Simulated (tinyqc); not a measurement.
Resistance of a tapered via with liner, size effect and interface: two steps of the calculation.

A round via whose diameter grows from db at the bottom as D(z) = db + 2 z/tan(ang). The fill, of diameter D - 2 tl, starts above the bottom liner (thickness fb tl) and has rho = rho0 (1 + ks lam/(D - 2 tl)); the sidewall liner conducts in parallel with it. The bottom liner and the interface are crossed over the full area pi db^2/4. Spreading in the lines above and below is left out.

Values chosen for this exercise; fill metal close to ruthenium:
```
symbol,value,unit,meaning
db,12,nm,diameter at the bottom
hv,38,nm,height
ang,89,degrees,sidewall angle
rho0,7.97,uohm cm,bulk resistivity of the fill
lam,6.73,nm,mean free path of the fill
ks,1.1,,size-effect factor
tl,0.5,nm,liner on the sidewall
fb,1,,liner at the bottom over that on the sidewall
rl,360,uohm cm,resistivity of the liner
ri,1.9e-12,ohm cm^2,interface resistivity at the bottom
Sb,1.5e15,S/m^2,"ballistic conductance per area, about 3/(4 rho0 lam)"
```

Problem 1. Slices of the via. Slices between z0 = fb tl and hv, evaluated at their midpoints: conductance per length pi/4 [(D - 2 tl)^2/rho + (D^2 - (D - 2 tl)^2)/rl], slice resistance = slice height over that. 8 slices.

Find: z; D; rho; slice resistance.

Solution 1.

```
slice  z (nm)  D (nm)  rho (uohm cm)  slice resistance (ohm)
0      2.8438  12.099         13.286                  6.3921
1      7.5312  12.263         13.209                  6.1725
2      12.219  12.427         13.134                  5.9637
3      16.906  12.590         13.061                  5.7651
4      21.594  12.754         12.990                  5.5760
5      26.281  12.917         12.921                  5.3958
6      30.969  13.081         12.854                  5.2240
7      35.656  13.245         12.789                  5.0601
```

Problem 2. Total resistance. R_fill = sum of the slices; R_bottom = rl fb tl/(pi db^2/4); R_interface = ri/(pi db^2/4); ballistic (Sharvin) limit 1/(Sb pi (db - 2 tl)^2/4); ideal cylinder rho0 hv/(pi db^2/4).

slice resistance, slice 0 to 7 (ohm): 6.3920952  6.1725022  5.9637388  5.7651180  5.5760054  5.3958151  5.2240046  5.0600716

Wanted: parts; R; shares; ballistic limit; ideal cylinder.

Solution 2.

parts (ohm): fill 45.549, bottom liner 15.915, interface 1.6800
R = 63.145 ohm
shares (%): fill 72.135, bottom liner 25.205, interface 2.661
ballistic limit = 7.0151 ohm
ideal cylinder = 26.779 ohm

The fill is the largest part, and R is 2.36 times the ideal cylinder. With 2000 slices R = 63.148 ohm.

tinyqc, about 0.01 s, one thread, Intel Xeon 2.30GHz (shared host): `OMP_NUM_THREADS=1 python tinyqc.py 2750157 2750158 out.jsonl`
